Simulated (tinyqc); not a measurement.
Luttinger-Kohn k.p, four valence bands, step by step. One step of it, computed by the program tinyqc.

Problem. Bloch Hamiltonian at k. P = c g1 k^2, Q = c g2 (kx^2 + ky^2 - 2 kz^2), R = c sqrt3 [-g2 (kx^2 - ky^2) + 2i g3 kx ky], S = 2 c sqrt3 g3 (kx - i ky) kz, c = hbar^2/2m = 3.809982 eV angstrom^2; rows [P+Q, -S, R, 0], [-S*, P-Q, 0, R], [R*, 0, P-Q, S], [0, R*, S*, P+Q]. The path ends lie at |k| = 0.06 1/angstrom.

Luttinger parameters chosen for this model; energies are counted downward from the top of the valence band:
```
parameter     value  unit
g1         4.670000
g2         0.790000
g3         1.670000
```

k point k (1/angstrom): -0.032000  -0.019000  -0.015000

Give: H(k) at k.

Solution.

H(k) at k (eV), lower triangle (Hermitian):
```
                  3/2              1/2            -1/2    -3/2
3/2            0.0315
1/2   -0.0106-0.0063i           0.0258
-1/2  -0.0035-0.0134i           0.0000          0.0258
-3/2           0.0000  -0.0035-0.0134i  0.0106+0.0063i  0.0315
```
